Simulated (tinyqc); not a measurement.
Temperature and repopulation: deformation-potential model of the Delta valleys of a conduction band.

Valleys with axes along x, y and z, each a pair at +k and -k. Herring-Vogt shift of a valley with unit axis a: dE = Xd tr(e) + Xu a.e.a. Non-degenerate shares n_i = exp(-dE_i/kT)/sum_j exp(-dE_j/kT). Inverse mass tensor of a valley: (1 - a a)/mt + a a/ml; the masses are taken as independent of strain.

s11 = (C11 + C12)/((C11 - C12)(C11 + 2 C12)), s12 = -C12/((C11 - C12)(C11 + 2 C12)), s44 = 1/C44; exx = s11 sxx + s12 (syy + szz) and cyclic, exy = s44 sxy/2; tension is positive. A uniaxial stress X along the unit vector n is s_ij = X n_i n_j.

Constants: kB = 8.617333262e-05 eV/K.

Parameters, chosen for this exercise (near those of Si; not measured data):
- ml = 0.92 m0 (longitudinal mass)
- mt = 0.183 m0 (transverse mass)
- Xd = 1.08 eV (dilation potential)
- Xu = 9.1 eV (uniaxial potential)
- C11 = 161.2 GPa
- C12 = 66.1 GPa
- C44 = 76.5 GPa
- load = uniaxial [100] (kind of stress)
- X = 0.91 GPa (stress)

The load is fixed; m_c along [1-10] as 1/(u.M.u).

Results:

| T (K) | kT (meV) | n x | n y | n z | m_c (m0) |
|---|---|---|---|---|---|
| 50 | 4.31 | 0.000 | 0.500 | 0.500 | 0.2288 |
| 77 | 6.64 | 0.000 | 0.500 | 0.500 | 0.2288 |
| 150 | 12.93 | 0.001 | 0.500 | 0.500 | 0.2289 |
| 225 | 19.39 | 0.006 | 0.497 | 0.497 | 0.2291 |
| 300 | 25.85 | 0.017 | 0.492 | 0.492 | 0.2298 |
| 400 | 34.47 | 0.038 | 0.481 | 0.481 | 0.2311 |
| 500 | 43.09 | 0.062 | 0.469 | 0.469 | 0.2324 |

What can be read from this table?

The largest share falls from 0.500 at 50 K to 0.469 at 500 K (equal shares: 0.333); m_c goes from 0.2288 to 0.2324, against 0.2497 without stress. Only spread/kT enters, so the small-stress response goes as 1/T.

(tinyqc, `OMP_NUM_THREADS=1 python tinyqc.py 1050998 1050999 out.jsonl`, Intel(R) Xeon(R) Processor @ 2.30GHz, 1 thread, shared host, about 0.01 s.)
